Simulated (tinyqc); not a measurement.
MOSFET in saturation, small-signal circuit and noise: two steps of the calculation.

Bias by the inversion coefficient IC = I/Ispec (charge-based model with velocity saturation; weak inversion below 0.1, strong above 10). Common-source circuit: gm, gds, Cgs, Cgd and Cj at the inner nodes, Rg in series with the gate; quasi-static, no source or drain resistance, no gate-body capacitance, no substrate network, no induced gate noise, so fmax is an upper estimate.

Inputs (values chosen for the exercise): temperature T = 325 K; gate length L = 28 nm; total gate width W = 5 um; gate capacitance Cox = 1.43 uF/cm^2; mobility mu = 330 cm^2/(V s); slope factor n = 1.42; velocity-saturation length Ls = 25 nm; ratio gds/gm sg = 0.079; inversion coefficient IC = 0.094; signal frequency f = 1 GHz.

Constants: q = 1.602176634e-19 C, kB = 1.380649e-23 J/K, Vt = kB T/q. Results are converted to the units shown.

Problem 1. Current, transconductance and gain. Ispec = 2 n mu Cox (W/L) Vt^2, lc = Ls/L, gms = [sqrt((lc IC + 1)^2 + 4 IC) - 1]/[2 + lc (lc IC + 1)], gm = gms Ispec/(n Vt), gds = sg gm.

Wanted: Ispec; I; gms; gm; gds; gm/I.

Solution 1.

Ispec = 187.71 uA
I = 17.645 uA
gms = 0.082671
gm = 0.39021 mS
gds = 0.030827 mS
gm/I = 22.115 1/V

Problem 2. Admittance matrix. Inner admittances at w = 2 pi f: y11 = i w (Cgs + Cgd), y12 = -i w Cgd, y21 = gm - i w Cgd, y22 = gds + i w (Cgd + Cd). Invert to Z, add Rg to Z11 and invert back to Y.

gm = 0.39021487 mS
gds = 0.030826975 mS
Cgs = 2.1051806 fF
Cgd = 1.95 fF
Cd = 4.2 fF
Rg = 200.47619 ohm

Wanted: inner y; Y with Rg.

Solution 2.

inner y (mS):
```
                1               2
1  0.0000+0.0255i  0.0000-0.0123i
2  0.3902-0.0123i  0.0308+0.0386i
```

Y with Rg (mS):
```
                1                2
1  0.0001+0.0255i  -0.0001-0.0123i
2  0.3901-0.0142i   0.0309+0.0396i
```

Program tinyqc, `OMP_NUM_THREADS=1 python tinyqc.py 2150053 2150054 out.jsonl`; Intel Xeon 2.30GHz, shared host, one thread, about 0.01 s.
